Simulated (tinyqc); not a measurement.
Worked calculation: RHF in the 6-311g basis, for H-, spin multiplicity 1. The basis has no diffuse functions, so it cannot describe the extra electron: this is an exercise in the method, not the real anion. Computed by tinyqc, a small Python program that keeps every step (integrals from PySCF). Settings: charge = -1, multiplicity = 1, basis = 6-311g, energy threshold = 1e-08, iteration cap = 79, orthogonalisation = canonical, start = highest core orbitals, DIIS depth = 4, damping = 0.3, method = RHF. Command: `OMP_NUM_THREADS=1 python tinyqc.py 30135 30136 out.jsonl` (the two numbers bound the seeds that draw the settings). One thread of a shared host (Intel(R) Xeon(R) Processor @ 2.60GHz), about 0.04 s of CPU time with the checks. Later iterations appear only in the table of the cycle.

## One-electron integrals

Geometry (angstrom):
```
atom,x,y,z
H,0.000000,0.000000,0.000000
```

Basis 6-311g: exponents (1/bohr^2) and contraction coefficients of normalised primitives:
```
element,l (shell),exponent,coefficient
H,s (1),33.865000,0.025494
H,s (1),5.094790,0.190373
H,s (1),1.158790,0.852161
H,s (2),0.325840,1.000000
H,s (3),0.102741,1.000000
```

Overlap, kinetic and nuclear-attraction integrals over the contracted functions; the nuclear repulsion is the sum of Za Zb / Rab.

nuclear repulsion = 0 hartree

overlap S:
```
,1H 1s,1H 2s,1H 3s
1H 1s,1.000000,0.706377,0.373664
1H 2s,0.706377,1.000000,0.788963
1H 3s,0.373664,0.788963,1.000000
```

kinetic energy T (hartree):
```
,1H 1s,1H 2s,1H 3s
1H 1s,2.304348,0.549119,0.106346
1H 2s,0.549119,0.488760,0.184881
1H 3s,0.106346,0.184881,0.154112
```

nuclear attraction V (hartree):
```
,1H 1s,1H 2s,1H 3s
1H 1s,-2.111097,-1.060726,-0.514994
1H 2s,-1.060726,-0.910903,-0.582812
1H 3s,-0.514994,-0.582812,-0.511496
```

core Hamiltonian H = T + V (hartree):
```
,1H 1s,1H 2s,1H 3s
1H 1s,0.193252,-0.511607,-0.408648
1H 2s,-0.511607,-0.422143,-0.397930
1H 3s,-0.408648,-0.397930,-0.357384
```

## Two-electron integrals

Functions are numbered as in S; the eight-fold symmetry (ij|kl) = (ji|kl) = (kl|ij) leaves the list below.

Two-electron integrals (ij|kl) in chemists' order, unique and non-zero (hartree):
```
i,j,k,l,(ij|kl)
1,1,1,1,1.393035
2,1,1,1,0.822971
2,1,2,1,0.509703
2,2,1,1,0.822904
2,2,2,1,0.543028
2,2,2,2,0.644106
3,1,1,1,0.411256
3,1,2,1,0.257757
3,1,2,2,0.279868
3,1,3,1,0.130794
3,2,1,1,0.543681
3,2,2,1,0.365771
3,2,2,2,0.452669
3,2,3,1,0.189803
3,2,3,2,0.325140
3,3,1,1,0.494021
3,3,2,1,0.340115
3,3,2,2,0.445993
3,3,3,1,0.178035
3,3,3,2,0.331779
3,3,3,3,0.361682
```

## Orthogonalisation

S = U s U^T; canonical form X = U s^(-1/2), so that X^T S X = 1. Each column of U has its largest component positive (the first on a tie).

eigenvalues of S: 0.109211  0.629350  2.261439

X:
```
,1,2,3
1H 1s,-1.182805,0.952862,0.349221
1H 2s,2.312658,-0.064800,0.427480
1H 3s,-1.552142,-0.822676,0.370813
```

## Starting guess

The start is the highest orbitals of the core Hamiltonian (a deliberately bad start); D = 2 C_occ C_occ^T.

D at the start:
```
,1H 1s,1H 2s,1H 3s
1H 1s,4.701126,-5.905105,2.631088
1H 2s,-5.905105,7.417430,-3.304921
1H 3s,2.631088,-3.304921,1.472546
```

## Iteration 1: building the Fock matrix

J_ij = sum D_kl (ij|kl), K_ij = sum D_kl (ik|jl); F = H + J - 0.5 K; E = tr D H + tr D J / 2 - 0.25 tr D K + E_nn.

Coulomb J (hartree):
```
,1H 1s,1H 2s,1H 3s
1H 1s,2.231128,1.316566,0.660957
1H 2s,1.316566,1.370294,0.931935
1H 3s,0.660957,0.931935,0.890180
```

exchange K (hartree):
```
,1H 1s,1H 2s,1H 3s
1H 1s,1.263027,0.281936,0.068639
1H 2s,0.281936,0.171976,0.091116
1H 3s,0.068639,0.091116,0.061409
```

Fock matrix F (hartree):
```
,1H 1s,1H 2s,1H 3s
1H 1s,1.792866,0.663992,0.217989
1H 2s,0.663992,0.862163,0.488447
1H 3s,0.217989,0.488447,0.502091
```

total energy of this density = 4.70630624 hartree

This density is the starting one.

## Iteration 1: diagonalisation and new density

Diagonalise F' = X^T F X, C = X C', fill 1 alpha and 1 beta electrons from the bottom; D = 2 C_occ C_occ^T; the new density keeps 0.3 of the old one (damping). Each column has its largest component positive (the first on a tie).

F' = X^T F X (hartree):
```
,1,2,3
1,1.990236,-0.985095,-0.095652
2,-0.985095,1.599576,0.505863
3,-0.095652,0.505863,0.854797
```

orbital energies (hartree): MO1 0.459144, MO2 1.107154, MO3 2.878311

coefficients C:
```
,MO1,MO2,MO3
1H 1s,0.075317,-0.013777,-1.556620
1H 2s,-0.475637,1.593876,1.663927
1H 3s,1.316239,-1.009872,-0.686380
```

D after iteration 1:
```
,1H 1s,1H 2s,1H 3s
1H 1s,1.418279,-1.821685,0.928115
1H 2s,-1.821685,2.541952,-1.867949
1H 3s,0.928115,-1.867949,2.867241
```

## Iteration 2: building the Fock matrix

As before.

Coulomb J (hartree):
```
,1H 1s,1H 2s,1H 3s
1H 1s,1.217833,0.777681,0.399751
1H 2s,0.777681,0.933083,0.678036
1H 3s,0.399751,0.678036,0.723198
```

exchange K (hartree):
```
,1H 1s,1H 2s,1H 3s
1H 1s,0.448417,0.201980,0.153591
1H 2s,0.201980,0.301819,0.342765
1H 3s,0.153591,0.342765,0.448482
```

Fock matrix F (hartree):
```
,1H 1s,1H 2s,1H 3s
1H 1s,1.186876,0.165084,-0.085693
1H 2s,0.165084,0.360030,0.108723
1H 3s,-0.085693,0.108723,0.141572
```

total energy of this density = 1.30304145 hartree

This density is a damped mixture and is not idempotent.

## Iteration 2: DIIS over 2 matrices

error matrix X^T (FDS - SDF) X:
```
,1,2,3
1,0.000000,0.063446,-0.064972
2,-0.063446,0.000000,-0.218985
3,0.064972,0.218985,0.000000
```

B (overlaps of the stored error matrices):
```
,1,2
1,8.0211721e-01,1.0381099e-01
2,1.0381099e-01,1.1240211e-01
```

Minimise |sum c_i e_i|^2 with sum c_i = 1: solve [B -1; -1 0][c; lambda] = [0; -1] with B_ij = tr e_i^T e_j, and take F = sum c_i F_i.

DIIS coefficients: 0.012153  0.987847

extrapolated F (hartree):
```
,1H 1s,1H 2s,1H 3s
1H 1s,1.194241,0.171147,-0.082002
1H 2s,0.171147,0.366133,0.113338
1H 3s,-0.082002,0.113338,0.145954
```

## Iteration 2: diagonalisation and new density

As before.

F' = X^T F X (hartree):
```
,1,2,3
1,1.929539,-0.986950,-0.061239
2,-0.986950,1.304134,0.360572
3,-0.061239,0.360572,0.298413
```

orbital energies (hartree): MO1 0.128026, MO2 0.722643, MO3 2.681417

coefficients C:
```
,MO1,MO2,MO3
1H 1s,0.132077,0.130254,-1.547423
1H 2s,-0.097788,1.478778,1.827287
1H 3s,1.023797,-1.250865,-0.781422
```

D after iteration 2:
```
,1H 1s,1H 2s,1H 3s
1H 1s,0.449906,-0.564587,0.467743
1H 2s,-0.564587,0.775973,-0.700546
1H 3s,0.467743,-0.700546,2.327596
```

## Iteration 19 (converged): orbitals

converged F (hartree):
```
,1H 1s,1H 2s,1H 3s
1H 1s,1.153994,-0.021484,-0.261960
1H 2s,-0.021484,0.169888,-0.038268
1H 3s,-0.261960,-0.038268,0.063977
```

Diagonalise F' = X^T F X, C = X C', fill 1 alpha and 1 beta electrons from the bottom; D = 2 C_occ C_occ^T. Each column has its largest component positive (the first on a tie).

F' = X^T F X (hartree):
```
,1,2,3
1,2.107638,-1.091877,-0.102564
2,-1.091877,1.501048,0.348594
3,-0.102564,0.348594,0.094186
```

orbital energies (hartree): MO1 -0.003713, MO2 0.739018, MO3 2.967567

coefficients C:
```
,MO1,MO2,MO3
1H 1s,0.174977,0.085029,-1.546312
1H 2s,0.174688,1.488048,1.813980
1H 3s,0.764770,-1.437421,-0.756565
```

D after iteration 19:
```
,1H 1s,1H 2s,1H 3s
1H 1s,0.061234,0.061133,0.267635
1H 2s,0.061133,0.061032,0.267193
1H 3s,0.267635,0.267193,1.169746
```

## Convergence

Stop when the energy changes by less than 1e-08 hartree and every element of the error matrix X^T (F D S - S D F) X is below 3e-05.

Course of the cycle:
```
iteration,E (hartree),change,largest element of the error matrix
1,4.70630624,-,4.44e-01
2,1.30304145,-3.40e+00,2.19e-01
3,0.12657010,-1.18e+00,2.13e-01
4,-0.25569813,-3.82e-01,6.45e-02
5,-0.40226879,-1.47e-01,4.64e-02
6,-0.44733506,-4.51e-02,1.49e-02
7,-0.46086927,-1.35e-02,4.31e-03
8,-0.46493093,-4.06e-03,1.14e-03
9,-0.46614959,-1.22e-03,3.67e-04
10,-0.46651519,-3.66e-04,1.08e-04
11,-0.46662488,-1.10e-04,3.24e-05
12,-0.46665778,-3.29e-05,9.72e-06
13,-0.46666765,-9.87e-06,2.92e-06
14,-0.46667062,-2.96e-06,8.75e-07
15,-0.46667150,-8.88e-07,2.62e-07
16,-0.46667177,-2.67e-07,7.87e-08
17,-0.46667185,-8.00e-08,2.36e-08
18,-0.46667187,-2.40e-08,7.09e-09
19,-0.46667188,-7.20e-09,2.13e-09
```

PySCF RHF in the same basis = -0.46667188 hartree

Converged in 19 iterations.

## Populations

Mulliken: Z minus the diagonal of D S on the atom; Loewdin: the same with S^(1/2) D S^(1/2).

Charges (e):
```
atom,Mulliken,Loewdin
1H,-1.000000,-1.000000
```
